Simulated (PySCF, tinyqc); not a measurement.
Worked calculation: RHF in the sto-3g basis, for BeH+, spin multiplicity 1. The lowest restricted solution is unstable here: a spin-polarised one lies 0.0618 hartree lower (PySCF). One step of it, computed by the program tinyqc.

Problem. Iteration 2: diagonalisation and new density. Diagonalise F' = X^T F X, C = X C', fill 2 alpha and 2 beta electrons from the bottom; D = 2 C_occ C_occ^T; the new density keeps 0.5 of the old one (damping). Each column has its largest component positive (the first on a tie).

extrapolated F (hartree), order 1Be 1s, 1Be 2s, 1Be 2px, 1Be 2py, 1Be 2pz, 2H 1s:
```
[[-6.554159, -1.615192, 0.000000, 0.000000, 0.005847, -0.036431],
 [-1.615192, -1.156843, 0.000000, 0.000000, 0.050982, -0.097527],
 [0.000000, 0.000000, -0.989579, 0.012518, 0.000000, 0.000000],
 [0.000000, 0.000000, 0.012518, -0.661922, 0.000000, 0.000000],
 [0.005847, 0.050982, 0.000000, 0.000000, -0.641344, -0.108959],
 [-0.036431, -0.097527, 0.000000, 0.000000, -0.108959, -0.132551]]
```

X, order 1Be 1s, 1Be 2s, 1Be 2px, 1Be 2py, 1Be 2pz, 2H 1s:
```
[[1.026859, -0.137040, 0.000000, 0.000000, -0.002079, 0.011905],
 [-0.137040, 1.035042, 0.000000, 0.000000, 0.011695, -0.075928],
 [0.000000, 0.000000, 1.000000, 0.000000, 0.000000, 0.000000],
 [0.000000, 0.000000, 0.000000, 1.000000, 0.000000, 0.000000],
 [-0.002079, 0.011695, 0.000000, 0.000000, 1.016149, -0.105492],
 [0.011905, -0.075928, 0.000000, 0.000000, -0.105492, 1.024211]]
```

D after iteration 1, order 1Be 1s, 1Be 2s, 1Be 2px, 1Be 2py, 1Be 2pz, 2H 1s:
```
[[1.008416, -0.018569, 0.000000, 0.000000, -0.005591, 0.026963],
 [-0.018569, 0.015407, 0.000000, 0.000000, 0.022163, -0.127071],
 [0.000000, 0.000000, 1.997094, -0.076186, 0.000000, 0.000000],
 [0.000000, 0.000000, -0.076186, 0.002906, 0.000000, 0.000000],
 [-0.005591, 0.022163, 0.000000, 0.000000, 0.032333, -0.185491],
 [0.026963, -0.127071, 0.000000, 0.000000, -0.185491, 1.064176]]
```

overlap S, order 1Be 1s, 1Be 2s, 1Be 2px, 1Be 2py, 1Be 2pz, 2H 1s:
```
[[1.000000, 0.259517, 0.000000, 0.000000, 0.000000, 0.005889],
 [0.259517, 1.000000, 0.000000, 0.000000, 0.000000, 0.140826],
 [0.000000, 0.000000, 1.000000, 0.000000, 0.000000, 0.000000],
 [0.000000, 0.000000, 0.000000, 1.000000, 0.000000, 0.000000],
 [0.000000, 0.000000, 0.000000, 0.000000, 1.000000, 0.202764],
 [0.005889, 0.140826, 0.000000, 0.000000, 0.202764, 1.000000]]
```

Give: F' = X^T F X; orbital energies; coefficients C; D after iteration 2.

Solution.

F' = X^T F X (hartree):
```
[[-6.479, -0.660, 0.000, 0.000, -0.002, 0.011],
 [-0.660, -0.889, 0.000, 0.000, 0.053, -0.031],
 [0.000, 0.000, -0.990, 0.013, 0.000, 0.000],
 [0.000, 0.000, 0.013, -0.662, 0.000, 0.000],
 [-0.002, 0.053, 0.000, 0.000, -0.639, -0.037],
 [0.011, -0.031, 0.000, 0.000, -0.037, -0.112]]
```

orbital energies (hartree): [-6.556, -0.990, -0.828, -0.661, -0.628, -0.108]

coefficients C, order 1Be 1s, 1Be 2s, 1Be 2px, 1Be 2py, 1Be 2pz, 2H 1s:
```
[[1.004, 0.000, -0.245, 0.000, -0.067, 0.026],
 [-0.016, 0.000, 1.001, 0.000, 0.278, -0.129],
 [0.000, 0.999, 0.000, 0.038, 0.000, 0.000],
 [0.000, -0.038, 0.000, 0.999, 0.000, 0.000],
 [-0.001, 0.000, -0.261, 0.000, 0.971, -0.180],
 [0.002, 0.000, -0.016, 0.000, -0.035, 1.032]]
```

D after iteration 2, order 1Be 1s, 1Be 2s, 1Be 2px, 1Be 2py, 1Be 2pz, 2H 1s:
```
[[1.512, -0.026, 0.000, 0.000, -0.004, 0.015],
 [-0.026, 0.008, 0.000, 0.000, 0.011, -0.064],
 [0.000, 0.000, 1.997, -0.076, 0.000, 0.000],
 [0.000, 0.000, -0.076, 0.003, 0.000, 0.000],
 [-0.004, 0.011, 0.000, 0.000, 0.016, -0.093],
 [0.015, -0.064, 0.000, 0.000, -0.093, 0.532]]
```
